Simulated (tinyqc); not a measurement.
## Thin-body transistor below threshold, two-dimensional Poisson equation on a small mesh: effect of the drain voltage

A thin body on a thick buried insulator of low permittivity, taken as carrying no normal field at the bottom of the body (row 0). Mobile charge is neglected (subthreshold), the body is fully depleted, and potentials are counted from the intrinsic level; rows run upward to the gate, columns from source to drain.

Mesh: rows i = 0..12 in the semiconductor (step hs = tb/12, row 12 on the interface), then 8 step(s) ho = tox/8 up to the gate row 20; columns j = 0..80 (step hy = L/80). Box integration, divided by eps0: up_i = eps hy/h of the interval above row i, dn_i = that of the interval below (0 for row 0), lat_i = (sum of eps h/2 over the intervals above and below)/hy, s_i = -q Na w_i hy/eps0 with w_i the semiconductor height of the box (hs/2 for row 0 and the interface row, hs between, 0 in the insulator). Each free node obeys (up + dn + 2 lat) psi = up psi(above) + dn psi(below) + lat [psi(left) + psi(right)] + s. Fixed values: gate row Vg - Vfb; column 0 at Vbi and the last column at Vbi + Vd in the semiconductor, each running linearly to Vg - Vfb across the insulator. The system is solved directly. On row 0 the minimum of psi and its place come from a parabola through the three lowest nodes; barrier = Vbi - minimum, swing = Vt ln 10/(d psi/dVg), DIBL = (d psi/dVd)/(d psi/dVg) there. Lambda = pi/k with k the smallest positive root of tan(k tox) tan(k tb) = eox/eps_r.

Values chosen for this exercise; semiconductor permittivity close to that of silicon: temperature T = 250 K; relative permittivity of the semiconductor eps_r = 11.8; relative permittivity of the insulator eox = 3.9; body thickness tb = 3 nm; insulator thickness tox = 2.3 nm; channel length L = 29 nm; acceptor density of the depleted body Na = 0 cm^-3; potential of the source Vbi = 0.59 V; gate offset Vfb = 0.12 V; gate voltage Vg = 0 V.

Constants: q = 1.602176634e-19 C, kB = 1.380649e-23 J/K, Vt = kB T/q, eps0 = 8.8541878128e-14 F/cm where lengths are in cm. Results are converted to the units shown.

Result of one run:
```
L/Lambda	barrier (V)	place y/L	swing (mV/decade)	DIBL (mV/V)
1.827	0.6214	0.4940	56.42	66.30
```

Which drain voltage Vd gave this result: 0.05, 0.25, 0.65 or 0.85 V?

Vd = 0.05 V.

The whole series:
```
Vd (V)	L/Lambda	barrier (V)	place y/L	swing (mV/decade)	DIBL (mV/V)
0.05	1.827	0.6214	0.4940	56.42	66.30
0.25	1.827	0.6104	0.4735	56.50	58.98
0.45	1.827	0.6005	0.4569	56.65	53.71
0.65	1.827	0.5915	0.4430	56.83	49.69
0.85	1.827	0.5831	0.4309	57.04	46.49
1.05	1.827	0.5753	0.4203	57.25	43.87
```

As Vd goes from 0.05 to 1.05 V, the barrier falls from 0.621 to 0.575 V, the swing rises from 56.4 to 57.2 mV a decade and DIBL falls from 66.3 to 43.9 mV/V; the ideal swing is 49.6. The barrier top moves from y/L = 0.494 to 0.420, towards the source. In every row the body is under 5 nm thick, where quantum confinement matters.

Program tinyqc, `OMP_NUM_THREADS=1 python tinyqc.py 2480017 2480018 out.jsonl`; Intel Xeon 2.30GHz, shared host, one thread, about 0.09 s.
